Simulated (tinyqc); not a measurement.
Thermal stress and diffusional relaxation in a metal film: Coble and Nabarro-Herring creep, cooling and holds. Which input was changed? Computed by tinyqc, a small Python program. Command: `OMP_NUM_THREADS=1 python tinyqc.py 3009698 3009699 out.jsonl creep which`. One thread of a shared host (Intel(R) Xeon(R) Processor @ 2.30GHz), about 0.5 s of CPU time with the checks.

A thin film on a rigid substrate is stress-free at T0. Tension is positive and the film creeps linearly: d sigma/dt = -M (mismatch) dT/dt - sigma/tau.

Inputs (values chosen for the exercise, modelled on gold films on silicon): biaxial modulus M = 139 GPa; expansion mismatch = 11 1e-6/K; atomic volume Omega = 17 angstrom^3; lattice prefactor D0 = 7.4e-06 m^2/s; lattice energy E = 1.8 eV; boundary prefactor (delta D_b)0 = 2.9e-16 m^3/s; boundary energy E_b = 0.851 eV; grain size d = 0.25 um; stress-free temperature T0 = 300 C; hold temperature T = 160 C; hold time t = 0.01 h; cooling rate = 2 C/min.

Constants: k_B = 1.380649e-23 J/K; k_B = 8.617333262e-05 eV/K.

Method:
- Thermoelastic slope = M x mismatch; sigma_0 = slope x (T0 - T).
- Creep rate per stress: Nabarro-Herring 14 D Omega/(k_B T d^2), Coble (14 pi) delta D_b Omega/(k_B T d^3), with D = D0 exp(-E/(k_B T)), delta D_b = (delta D_b)0 exp(-E_b/(k_B T)); 1/tau = M x (sum of both)/2 (biaxial strain rate is half the uniaxial one).
- Temperatures in kelvin are T(C) + 273.15.
- sigma(t) = sigma_0 exp(-t/tau), relaxed part sigma_0 - sigma(t); the grain size where both mechanisms are equal is pi delta D_b/D.
- Cooling from T0 at the constant rate: d sigma/dT = -slope + sigma/(tau(T) x rate), integrated to 25 C (stiff solver, tolerance 1e-9).
- Effective stress-free temperature T_eff = 25 C + sigma/slope.

Question. One of these inputs alone was changed, within the range given: biaxial modulus M (69.5 to 278); hold time t (0.005 to 0.02); cooling rate (1 to 4); lattice prefactor D0 (3.7e-06 to 1.48e-05). Which one, and to what value?

Results:
```
run     stress relaxed during the hold (MPa)  relaxation time tau (h)  stress at 25 C (MPa)
before                              110.7309               0.01372991              133.7572
after                               147.0651               0.01156641              154.2872
```

Answer.

Each candidate set to reproduce stress relaxed during the hold, and what it then gives:
```
candidate                          range searched  value needed  relaxation time tau (h)  stress at 25 C (MPa)
biaxial modulus M (GPa)               69.5 to 278         165.0                 0.011566                154.29
hold time t (h)                     0.005 to 0.02       0.01595                 0.013730                133.76
cooling rate (C/min)                       1 to 4     no effect                        -                     -
lattice prefactor D0 (m^2/s)  3.7e-06 to 1.48e-05  out of reach                        -                     -
```

Only biaxial modulus M fits every result: it went from 139 to 165 GPa. The next best candidate, hold time t, misses one result by 19 %.

Caution: bulk creep laws overstate relaxation in a bonded film, where the substrate constrains boundary diffusion, and dislocation glide is left out. Caution: bulk creep laws overstate relaxation in a bonded film, and dislocation glide would cap stresses above the yield stress.
